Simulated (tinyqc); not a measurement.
RKS/PBE in the sto-6g basis, for BeH2, spin multiplicity 1, step by step. One step of it, computed by the program tinyqc.

Problem. Iteration 2: building the Kohn-Sham matrix. J_ij = sum D_kl (ij|kl); F = H + J + V_xc; E = tr D H + tr D J / 2 + E_xc + E_nn.

D after iteration 1, lower triangle:
```
            1Be 1s     1Be 2s   1Be 2px    1Be 2py   1Be 2pz     2H 1s     3H 1s
1Be 1s    2.051469
1Be 2s   -0.080121   0.300930
1Be 2px   0.000000   0.000000  0.000000
1Be 2py   0.007250  -0.011387  0.000000   0.314232
1Be 2pz   0.000000   0.000000  0.000000   0.000000  0.000000
2H 1s    -0.221437   0.371760  0.000000   0.376180  0.000000  0.952612
3H 1s    -0.227006   0.379583  0.000000  -0.376584  0.000000  0.026078  0.904127
```

core Hamiltonian H = T + V (hartree), lower triangle:
```
            1Be 1s     1Be 2s    1Be 2px    1Be 2py    1Be 2pz      2H 1s      3H 1s
1Be 1s   -8.810646
1Be 2s   -2.078327  -2.866888
1Be 2px   0.000000   0.000000  -2.339717
1Be 2py   0.001646   0.005419   0.000000  -2.597446
1Be 2pz   0.000000   0.000000   0.000000   0.000000  -2.339717
2H 1s    -0.729452  -1.449082   0.000000  -1.435297   0.000000  -2.365250
3H 1s    -0.805717  -1.521655   0.000000   1.478544   0.000000  -0.211718  -2.424045
```

Two-electron integrals (ij|kl) in chemists' order, unique and non-zero (hartree):
```
(11|11) 2.299996    (21|11) 0.361879    (21|21) 0.071926    (22|11) 0.570332
(22|21) 0.139654    (22|22) 0.417773    (31|31) 0.015252    (32|31) 0.022555
(32|32) 0.092340    (33|11) 0.570332    (33|21) 0.139654    (33|22) 0.417773
(33|33) 0.450117    (41|41) 0.015252    (42|41) 0.022555    (42|42) 0.092340
(43|43) 0.024258    (44|11) 0.570332    (44|21) 0.139654    (44|22) 0.417773
(44|33) 0.401601    (44|44) 0.450117    (51|51) 0.015252    (52|51) 0.022555
(52|52) 0.092340    (53|53) 0.024258    (54|54) 0.024258    (55|11) 0.570332
(55|21) 0.139654    (55|22) 0.417773    (55|33) 0.401601    (55|44) 0.401601
(55|55) 0.450117    (61|11) 0.130602    (61|21) 0.025126    (61|22) 0.048301
(61|33) 0.047908    (61|41) 0.002469    (61|42) 0.004683    (61|44) 0.049084
(61|55) 0.047908    (61|61) 0.009279    (62|11) 0.254664    (62|21) 0.062999
(62|22) 0.198721    (62|33) 0.191940    (62|41) 0.008808    (62|42) 0.047547
(62|44) 0.212282    (62|55) 0.191940    (62|61) 0.024050    (62|62) 0.130441
(63|31) 0.006782    (63|32) 0.029013    (63|43) 0.008748    (63|63) 0.013667
(64|11) 0.254995    (64|21) 0.064009    (64|22) 0.211391    (64|33) 0.199096
(64|41) 0.014504    (64|42) 0.074872    (64|44) 0.235981    (64|55) 0.199096
(64|61) 0.025887    (64|62) 0.159195    (64|64) 0.203284    (65|51) 0.006782
(65|52) 0.029013    (65|54) 0.008748    (65|65) 0.013667    (66|11) 0.418624
(66|21) 0.105758    (66|22) 0.367105    (66|33) 0.340894    (66|41) 0.019268
(66|42) 0.126303    (66|44) 0.419525    (66|55) 0.340894    (66|61) 0.042182
(66|62) 0.293974    (66|64) 0.383847    (66|66) 0.774999    (71|11) 0.144535
(71|21) 0.027782    (71|22) 0.053319    (71|33) 0.052889    (71|41) -0.002724
(71|42) -0.005135   (71|44) 0.054179    (71|55) 0.052889    (71|61) 0.009311
(71|62) 0.022163    (71|64) 0.021417    (71|66) 0.036314    (71|71) 0.011342
(72|11) 0.269169    (72|21) 0.066496    (72|22) 0.208218    (72|33) 0.201309
(72|41) -0.009279   (72|42) -0.049087   (72|44) 0.222034    (72|55) 0.201309
(72|61) 0.021186    (72|62) 0.078310    (72|64) 0.074199    (72|66) 0.132682
(72|71) 0.027977    (72|72) 0.140985    (73|31) 0.007330    (73|32) 0.030922
(73|43) -0.009149   (73|63) 0.007010    (73|73) 0.015211    (74|11) -0.264781
(74|21) -0.066404   (74|22) -0.217746   (74|33) -0.205142   (74|41) 0.015358
(74|42) 0.077551    (74|44) -0.242952   (74|55) -0.205142   (74|61) -0.020059
(74|62) -0.072440   (74|64) -0.063744   (74|66) -0.118180   (74|71) -0.029664
(74|72) -0.169473   (74|74) 0.213962    (75|51) 0.007330    (75|52) 0.030922
(75|54) -0.009149   (75|65) 0.007010    (75|75) 0.015211    (76|11) 0.036002
(76|21) 0.008635    (76|22) 0.024845    (76|33) 0.024401    (76|41) 0.000019
(76|42) 0.000125    (76|44) 0.025733    (76|55) 0.024401    (76|61) 0.003012
(76|62) 0.012272    (76|64) 0.013367    (76|66) 0.023622    (76|71) 0.003315
(76|72) 0.012693    (76|74) -0.013521   (76|76) 0.001511    (77|11) 0.433111
(77|21) 0.109255    (77|22) 0.374686    (77|33) 0.348205    (77|41) -0.020318
(77|42) -0.128580   (77|44) 0.427645    (77|55) 0.348205    (77|61) 0.033900
(77|62) 0.128896    (77|64) 0.117588    (77|66) 0.215933    (77|71) 0.048107
(77|72) 0.306834    (77|74) -0.395354   (77|76) 0.023622    (77|77) 0.774999
```

nuclear repulsion = 3.67450888 hartree

V_xc (hartree), lower triangle:
```
            1Be 1s     1Be 2s    1Be 2px    1Be 2py    1Be 2pz      2H 1s      3H 1s
1Be 1s   -1.481362
1Be 2s   -0.187636  -0.309804
1Be 2px   0.000000   0.000000  -0.265566
1Be 2py   0.000396   0.002347   0.000000  -0.398376
1Be 2pz   0.000000   0.000000   0.000000   0.000000  -0.265566
2H 1s    -0.072017  -0.192925   0.000000  -0.235535   0.000000  -0.483883
3H 1s    -0.079952  -0.201735   0.000000   0.242890   0.000000  -0.022447  -0.484772
```

E_xc = sum of w rho eps_xc = -3.68306514 hartree

Give: Coulomb J; Kohn-Sham matrix F; total energy of this density.

Solution.

Coulomb J (hartree), lower triangle:
```
          1Be 1s   1Be 2s  1Be 2px  1Be 2py  1Be 2pz   2H 1s   3H 1s
1Be 1s    6.4650
1Be 2s    1.1885   2.6777
1Be 2px   0.0000   0.0000   2.5950
1Be 2py  -0.0013  -0.0014   0.0000   2.8430
1Be 2pz   0.0000   0.0000   0.0000   0.0000   2.5950
2H 1s     0.4250   1.3452   0.0000   1.4763   0.0000  2.6782
3H 1s     0.4704   1.4061   0.0000  -1.5160   0.0000  0.1681  2.7066
```

Kohn-Sham matrix F (hartree), lower triangle:
```
          1Be 1s   1Be 2s  1Be 2px  1Be 2py  1Be 2pz    2H 1s    3H 1s
1Be 1s   -3.8270
1Be 2s   -1.0775  -0.4990
1Be 2px   0.0000   0.0000  -0.0103
1Be 2py   0.0007   0.0063   0.0000  -0.1528
1Be 2pz   0.0000   0.0000   0.0000   0.0000  -0.0103
2H 1s    -0.3765  -0.2968   0.0000  -0.1946   0.0000  -0.1709
3H 1s    -0.4153  -0.3173   0.0000   0.2055   0.0000  -0.0660  -0.2023
```

total energy of this density = -15.773940 hartree
